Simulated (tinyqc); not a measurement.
From results back to parameters: hole subbands of a hard-walled well, four-band Luttinger model. Three cases, with inputs chosen for the exercise.

Problem. At k = 0 in a hard-walled well HHn = c (g1 - 2 g2)(n pi/L)^2 - Z0 and LHn = c (g1 + 2 g2)(n pi/L)^2 + Z0, c = hbar^2/2m0. Two spacings were computed from hidden g1 and g2.

Constants: hbar^2/2m0 = 3.80998211 eV angstrom^2.
Find: u = c (pi/L)^2; g2; g1.
Method. HH2 - HH1 = 3u (g1 - 2 g2) and LH1 - HH1 = 4 u g2 + 2 Z0.

Case 1.

Values chosen (out of a larger set: near those of Ge; not measured data): L = 195 angstrom (well width along [001]); Z0 = 0 eV (shear strain energy).

HH2 - HH1 = 14.507 meV
LH1 - HH1 = 16.772 meV

Solution.

u = c (pi/L)^2 = 0.989 meV
g2 = 4.24
g1 = 13.37

Case 2.

Values chosen (out of a larger set: near those of InAs; not measured data): L = 110 angstrom (well width along [001]); Z0 = -0.0514 eV (shear strain energy).

HH2 - HH1 = 28.435 meV
LH1 - HH1 = 3.110 meV

Solution.

u = c (pi/L)^2 = 3.108 meV
g2 = 8.52
g1 = 20.09

Case 3.

Values chosen (out of a larger set: near those of Ge; not measured data): L = 60 angstrom (well width along [001]); Z0 = 0.0374 eV (shear strain energy).

HH2 - HH1 = 155.112 meV
LH1 - HH1 = 250.699 meV

Solution.

u = c (pi/L)^2 = 10.445 meV
g2 = 4.21
g1 = 13.37

Computed by tinyqc, one run a case: `OMP_NUM_THREADS=1 python tinyqc.py N N+1 out.jsonl` with N = 1251068, 1251091, 1251130; one thread of a shared Intel(R) Xeon(R) Processor @ 2.30GHz, about 0.3 s a run at most.
